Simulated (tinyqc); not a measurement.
Haynes-Shockley experiment: drift, diffusion and decay of a minority-carrier pulse. Inputs raised by 2 %, one at a time. Computed by tinyqc, a small Python program. Command: `OMP_NUM_THREADS=1 python tinyqc.py 3111492 3111493 out.jsonl haynes sens`. One thread of a shared host (Intel(R) Xeon(R) Processor @ 2.30GHz), about 0.01 s of CPU time with the checks.

A thin sheet of excess carriers is made at x = 0, t = 0 in a long uniform bar; injection is low, so the pulse moves with the minority mobility.

Inputs (values chosen for the exercise, modelled on electrons in p-type germanium in a lightly doped bar):
```
quantity                       value         unit
minority mobility mu            4140   cm^2/(V s)
lifetime tau                     400  microsecond
temperature T                    250            K
field F                          2.6         V/cm
distance d to the collector      1.1           cm
injected sheet density N0    6.9e+09       1/cm^2
```

Constants: k_B = 8.617333262e-05 eV/K.

Method:
- D = mu k_B T/e, v = mu F.
- Transit time d/v, diffusion length sqrt(D tau), drift length v tau, Peclet number v d/D = e F d/(k_B T).
- dn(x, t) = N0/sqrt(4 pi D t) exp(-(x - v t)^2/(4 D t) - t/tau).
- At fixed x the signal peaks where d ln(dn)/dt = 0: a t^2 + t/2 - x^2/(4 D) = 0 with a = v^2/(4 D) + 1/tau.
- The full width at half maximum is found by solving dn(x, t) = peak/2 on both sides of the peak.
- With w the full width at half maximum: mu = d/(F t_p); D = (w d)^2/(16 ln2 t_p^3); Einstein ratio D/mu against k_B T/e.

Runs; columns: (1) input moved; (2) from; (3) to; (4) time of the peak t_p (microsecond); (5) peak density (1/cm^3); (6) apparent mobility (cm^2/(V s)); (7) apparent D (cm^2/s):
```
(1)                                        (2)         (3)     (4)         (5)     (6)     (7)
base run                                     -           -  101.04  1.5859e+10  4187.2  90.331
minority mobility mu (cm^2/(V s))         4140      4222.8   99.07  1.5938e+10  4270.6  92.137
lifetime tau (microsecond)                 400         408  101.05  1.5938e+10  4186.9  90.331
temperature T (K)                          250         255  101.02  1.5704e+10  4188.2  92.161
field F (V/cm)                             2.6       2.652   99.09  1.6095e+10  4186.0  90.308
distance d to the collector (cm)           1.1       1.122  103.08  1.5623e+10  4186.6  90.308
injected sheet density N0 (1/cm^2)  6900000000  7038000000  101.04  1.6176e+10  4187.2  90.331
```

Exponents ln(y'/y) / ln(x'/x):
```
input                        time of the peak t_p  peak density  apparent mobility  apparent D
minority mobility mu                       -0.996         0.250              0.996       1.000
lifetime tau                                0.004         0.250             -0.004       0.000
temperature T                              -0.011        -0.496              0.011       1.013
field F                                    -0.985         0.746             -0.015      -0.013
distance d to the collector                 1.007        -0.759             -0.007      -0.013
injected sheet density N0                   0.000         1.000              0.000       0.000
```

Which inputs matter most for each result?

Among the inputs moved here: time of the peak t_p answers most in size to distance d to the collector (exponent +1.007), and about equally to minority mobility mu (-0.996); its exponent is below 0.0005 for injected sheet density N0. Its exponent -0.985 in field F: pure drift, t = d/(mu F). Peak density answers most in size to injected sheet density N0 (exponent +1.000), next to distance d to the collector (-0.759). Its exponent +1.000 in injected sheet density N0: the equation is linear. Apparent mobility answers most in size to minority mobility mu (exponent +0.996), next to field F (-0.015); its exponent is below 0.0005 for injected sheet density N0. Apparent D answers most in size to temperature T (exponent +1.013), and about equally to minority mobility mu (+1.000); its exponent is below 0.0005 for lifetime tau, injected sheet density N0.

Extremes, crossings and ranges named in words are read from the listed rows.
